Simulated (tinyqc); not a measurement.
# X-ray photoelectron analysis of a thin oxide on a semiconductor: attenuation lengths, thickness, angle series and band offsets, step by step

A worked calculation. Computed by tinyqc, a small Python program that keeps every step. Command: `OMP_NUM_THREADS=1 python tinyqc.py 3113615 3113616 out.jsonl xps walk`. One thread of a shared host (Intel(R) Xeon(R) Processor @ 2.30GHz), about 0.01 s of CPU time with the checks. Intermediate numbers are printed to about 5 digits and carried at full precision; extremes and crossings named in words are read from the listed rows.

The same element is seen in the oxide and in the substrate, at nearly the same kinetic energy; films are flat and uniform, and the work function is ignored.

Inputs (values chosen for the exercise, modelled on SiO2 on silicon):
```
quantity                                          value     unit
photon energy                                       650       eV
binding energy of the core level                   99.4       eV
oxide density                                      2.18   g/cm^3
oxide formula mass                                60.08    g/mol
valence electrons per oxide formula                  16        -
oxide gap                                          8.81       eV
substrate density                                  2.33   g/cm^3
substrate formula mass                            28.09    g/mol
valence electrons per substrate formula               4        -
substrate gap                                      1.12       eV
oxide thickness d                                   3.6       nm
emission angle from the normal                       45  degrees
attenuation length over inelastic mean free path   0.88        -
carbon overlayer                                   0.68       nm
counts in the two peaks together                  20000        -
valence band offset used to make the data          4.51       eV
core level less valence band top, substrate       98.97       eV
core level less valence band top, thick oxide     98.67       eV
field in the oxide                                0.057    MV/cm
```

## Inelastic mean free paths

TPP-2M: lambda = E/(E_p^2 [b ln(c E) - C/E + D/E^2]) in angstrom, E_p = 28.8 sqrt(N_v rho/M), b = -0.10 + 0.944/sqrt(E_p^2 + E_g^2) + 0.069 rho^0.1, c = 0.191/sqrt(rho), U = N_v rho/M, C = 1.97 - 0.91 U, D = 53.4 - 20.8 U, with E = photon energy less binding energy in eV. Attenuation length L = factor x lambda.

kinetic energy E = 550.6 eV

Terms:
```
layer      E_p (eV)         b        c  lambda (nm)
oxide        21.944  0.014514  0.12936       1.9239
substrate    16.589  0.031866  0.12513       1.5157
```

L in the oxide = 1.6930 nm

L in the substrate = 1.3338 nm

## Peak ratio

R_0 = (rho_o/M_o) L_o/((rho_s/M_s) L_s); peak ratio R = I_ox/I_sub = R_0 [exp(d/(L_o cos theta)) - 1]; hence d = L_o cos theta ln(1 + R/R_0). A carbon layer weakens both peaks alike, by exp(-d_C/(L_o cos theta)) if its L is taken equal to L_o. This R_0 leaves out intrinsic losses from the substrate peak, so calibrated values can be larger.

R_0 = 0.55525

d/(L_o cos theta) = 3.0071

ratio R = 10.677

oxide share of the counts = 0.91436

attenuation by carbon = 0.56665

depth 3 L_o cos theta = 3.5915 nm

## Error budget of the thickness

With x = d/(L_o cos theta): d ln d/d ln R = (1 - exp(-x))/x = -d ln d/d ln R_0; counting error of R = 1/sqrt(N f (1 - f)), f the oxide share, which times the sensitivity gives that of d; an angle error adds tan(theta) d theta; d is proportional to L_o at fixed R_0. Assumed errors: 5 % in R_0, 1 degree, 5 % in L_o.

sensitivity to R = 0.31611

counting error of d = 0.79877 %

R_0 = 1.5805 %

angle = 1.7453 %

L_o = 5 %

The attenuation length is the largest of these terms.

## Angle series: uniform film or islands?

Islands: half of the surface carries 2 d and half none, R = R_0 (1/2)(1 - t)/(1/2 + t/2) with t = exp(-2 d/(L_o cos theta)); the apparent thickness is read with the uniform formula.

Against the angle:
```
theta (degrees)  R, uniform  R, islands  apparent d, islands (nm)
0                4.1001e+00     0.53968                    1.1496
20               4.7808e+00     0.54336                    1.0856
35               6.8892e+00     0.54911                    0.9536
45               1.0677e+01     0.55254                    0.8269
55               2.2065e+01     0.55458                    0.6725
65               8.4478e+01     0.55520                    0.4959
75               2.0529e+03     0.55525                    0.3037
```

A uniform film gives d = 3.6 nm at every angle. The island film of the same volume reads 1.15 nm at normal emission and 0.304 nm at 75 degrees; its ratio cannot pass R_0, since the bare half always shows the substrate.

## Band offsets by core levels

Valence band offset = (E_core - E_v)(substrate) - (E_core - E_v)(oxide) + (core level separation at the interface, oxide less substrate). The separation is made here from the given offset; a uniform field F that raises the binding energy towards the surface shifts the oxide peak by e F <z>, <z> = d/(1 - exp(-x)) - d/x, x = d/(L_o cos theta), being the mean distance from the interface. Conduction band offset = oxide gap - substrate gap - valence band offset.

separation without field = 4.21 eV

<z> = 2.5901 nm

separation with field = 4.2248 eV

apparent valence band offset = 4.5248 eV

true conduction band offset = 3.18 eV

apparent conduction band offset = 3.1652 eV

The field biases both offsets by 0.015 eV, in opposite directions.

Checks made by the program: thickness recovered (relative difference below 1e-10).
